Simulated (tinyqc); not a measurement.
# Front-illuminated p-i-n photodiode, quantum efficiency and bandwidth: what changes with what

Light enters through a p layer (0 to xp), a depleted layer (xp to xp + wi) and a thick n substrate, decaying as exp(-al x); one pass, no back reflection. Carriers made in the depleted layer are all collected; those in the neutral layers diffuse.

Inputs (values chosen for the exercise); values close to those of silicon at this wavelength: wavelength lam = 532 nm; absorption coefficient al = 7650 1/cm; reflectance of the front face Rf = 0.1; relative permittivity eps_r = 11.1; thickness of the front p layer xp = 0.39 um; thickness of the depleted layer wi = 1.3 um; electron diffusion coefficient in the p layer Dn = 7.4 cm^2/s; electron diffusion length in the p layer Ln = 16 um; recombination velocity of the front surface S = 5000 cm/s; hole diffusion length in the thick n substrate Lp = 76 um; electron drift velocity ve = 1.01e7 cm/s; hole drift velocity vh = 7.33e6 cm/s; diameter dia = 81 um; load resistance RL = 50 ohm; parasitic capacitance Cp = 10 fF.

Constants: q = 1.602176634e-19 C, h = 6.62607015e-34 J s, c = 299792458 m/s, eps0 = 8.8541878128e-14 F/cm where lengths are in cm. Results are converted to the units shown.

Each table varies one quantity; the others keep the values above.

## Efficiency and bandwidth against the thickness of the depleted layer

k = al Ln, s = S Ln/Dn, e = exp(-al xp); front layer f1 = (k/(k^2 - 1)) {[s + k - e (s cosh(xp/Ln) + sinh(xp/Ln))]/[s sinh(xp/Ln) + cosh(xp/Ln)] - k e}; depleted layer f2 = e (1 - exp(-al wi)); substrate f3 = e exp(-al wi) al Lp/(1 + al Lp); external efficiency (1 - Rf)(f1 + f2 + f3); responsivity = efficiency q lam/(h c). Drift response for pairs made in the depleted layer, a = al wi, g = 1 - exp(-a), u = 2 pi i f, te = wi/ve, th = wi/vh: electrons He = [g - a (exp(-a) - exp(-u te))/(u te - a)]/(u te g), holes Hh = [g - a (1 - exp(-a - u th))/(a + u th)]/(u th g); C = eps0 eps_r pi (dia/2)^2/wi + Cp; total |He + Hh|/sqrt(1 + (2 pi f RL C)^2), for the current of the depleted layer alone. Limits are the frequencies at which each factor falls to 1/sqrt(2); inverse-square sum (f_transit^-2 + f_RC^-2)^(-1/2); the diffusion currents f1 and f3 are left out of the bandwidth.

Results:
```
wi (um),f2,f1 + f3,responsivity (A/W),transit limit (GHz),RC limit (GHz),3 dB bandwidth (GHz),inverse-square sum (GHz),bandwidth x (1 - Rf) f2 (GHz)
0.16,0.08549,0.8999,0.3805,289.7,1.002,1.002,1.002,0.07713
0.27,0.1385,0.8478,0.3809,172.5,1.688,1.688,1.688,0.2104
0.46,0.2201,0.7675,0.3814,102.1,2.865,2.864,2.864,0.5673
1.3,0.4676,0.5243,0.3830,37.27,7.966,7.730,7.790,3.253
2.2,0.6042,0.3900,0.3839,22.54,13.25,11.05,11.42,6.011
3.7,0.6983,0.2975,0.3845,13.63,21.67,11.14,11.54,7.003
6.2,0.7356,0.2608,0.3848,8.043,34.72,7.769,7.836,5.143
10,0.7417,0.2548,0.3848,4.809,52.49,4.782,4.789,3.192
```

Estimate the missing row, wi = 0.77 um.

Computed row:
```
wi (um),f2,f1 + f3,responsivity (A/W),transit limit (GHz),RC limit (GHz),3 dB bandwidth (GHz),inverse-square sum (GHz),bandwidth x (1 - Rf) f2 (GHz)
0.77,0.3303,0.6592,0.3821,61.76,4.767,4.748,4.753,1.411
```

With this row back in the table: As wi goes from 0.16 to 10, the responsivity rises from 0.381 to 0.385 A/W and the bandwidth goes from 1.00 through a maximum of 11.1 (at wi = 3.7 among the rows listed) to 4.78 GHz. The RC limit is the lower one for wi = 0.16, 0.27, 0.46, 0.77, 1.3, 2.2, the transit limit elsewhere. Adding inverse squares of the two limits is within 3.5 % of the full result. The product of bandwidth and fast efficiency goes from 0.0771 through a maximum of 7.00 (at wi = 3.7 among the rows listed) to 3.19 GHz. In every row the diffusion currents exceed 0.3 of the drift current; their own response times, left out, may then shape the whole response.

## Efficiency and bandwidth against the diameter

Same model as above.

The same in every row: f2 = 0.4676; f1 + f3 = 0.5243; responsivity (A/W) = 0.3830; transit limit (GHz) = 37.27.

Efficiency and bandwidth against the diameter:
```
dia (um),RC limit (GHz),3 dB bandwidth (GHz),inverse-square sum (GHz),bandwidth x (1 - Rf) f2 (GHz)
5,277.2,36.80,36.94,15.48
10,199.7,36.38,36.64,15.31
20,94.31,33.86,34.66,14.25
50,20.09,17.14,17.68,7.213
100,5.272,5.201,5.220,2.189
200,1.335,1.333,1.334,0.5611
500,0.2143,0.2143,0.2143,0.09017
1000,0.05360,0.05360,0.05360,0.02255
```

Read the table: what changes, and by how much?

As dia goes from 5 to 1000, the responsivity stays at 0.383 A/W and the bandwidth falls from 36.8 to 0.0536 GHz. The RC limit is the lower one for dia = 50, 100, 200, 500, 1000, the transit limit elsewhere. Adding inverse squares of the two limits is within 3.2 % of the full result. In every row the diffusion currents exceed 0.3 of the drift current; their own response times, left out, may then shape the whole response.

Program tinyqc, `OMP_NUM_THREADS=1 python tinyqc.py 2250126 2250127 out.jsonl`; Intel Xeon 2.30GHz, shared host, one thread, about 0.01 s.
